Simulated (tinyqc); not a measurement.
Electron-beam lithography: double-Gaussian proximity function, edge placement and dose correction for parallel lines. Changing the pattern density around the test line. Computed by tinyqc, a small Python program. Command: `OMP_NUM_THREADS=1 python tinyqc.py 3112326 3112327 out.jsonl proximity sweep`. One thread of a shared host (Intel(R) Xeon(R) Processor @ 2.30GHz), about 0.01 s of CPU time with the checks.

Lines are infinitely long. Absorbed energy is counted so that the middle of a very large area written at dose 1 receives 1; the resist develops where it exceeds 1/2.

Inputs (values chosen for the exercise, of the order of those for 20 keV electrons in resist on silicon):
```
quantity,value,unit
forward range alpha,0.014,micrometre
backscatter ratio eta,0.76,-
base dose D0,190,microcoulomb/cm^2
beam current,3,nA
pixel size,4,nm
width of the test line,0.17,micrometre
```

Constants: e = 1.602176634e-19 C.

Method. A test line of width w << beta in surroundings of density rho, all at dose d: near its edge E(x) = d [S + eta rho]/(1 + eta), S = [erf((b - x)/alpha) - erf((a - x)/alpha)]/2 for edges a and b, the second term being the background energy. Dose to size d_s = (1 + eta)/(erf(w/alpha) + 2 eta rho), dose = d_s D0; edge slope d [1 - exp(-w^2/alpha^2)]/(sqrt(pi) alpha (1 + eta)); width change per 1 % of dose = 2 x 0.01 x (1/2)/slope. With dose = d_s D0: electrons per pixel N = dose x pixel area/e; relative noise 1/sqrt(N); time per cm^2 of pattern area = dose x density/current; pixel rate = current/(dose x pixel area).

One run for each value:
```
pattern density around the test line,dose to size d_s,width change per 1 % of dose (nm),background energy,writing time per cm^2 (h)
0.0,1.760,0.2481,0.0000,0.00
0.1,1.528,0.2859,0.0660,2.69
0.2,1.350,0.3236,0.1166,4.75
0.3,1.209,0.3613,0.1566,6.38
0.4,1.095,0.3990,0.1891,7.70
0.5,1.000,0.4367,0.2159,8.80
0.6,0.921,0.4745,0.2385,9.72
0.7,0.853,0.5122,0.2578,10.50
0.9,0.743,0.5876,0.2889,11.77
```

Give the missing row, pattern density around the test line = 0.8.

Computed row; columns: (1) pattern density around the test line; (2) dose to size d_s; (3) width change per 1 % of dose (nm); (4) background energy; (5) writing time per cm^2 (h):
```
(1)    (2)     (3)     (4)    (5)
0.8  0.794  0.5499  0.2744  11.18
```

Interpolating between the two neighbouring rows (linearly) misses most in dose to size d_s, by 0.47 %. Over the rows, dose to size d_s falls from 1.76 to 0.743; width change per 1 % of dose (nm) rises from 0.248 to 0.588; background energy rises from 0 to 0.289. For w well above alpha d_s is 1 at rho = 1/2 and 1 + eta = 1.76 at rho = 0; a lower dose over a higher background flattens the edge.
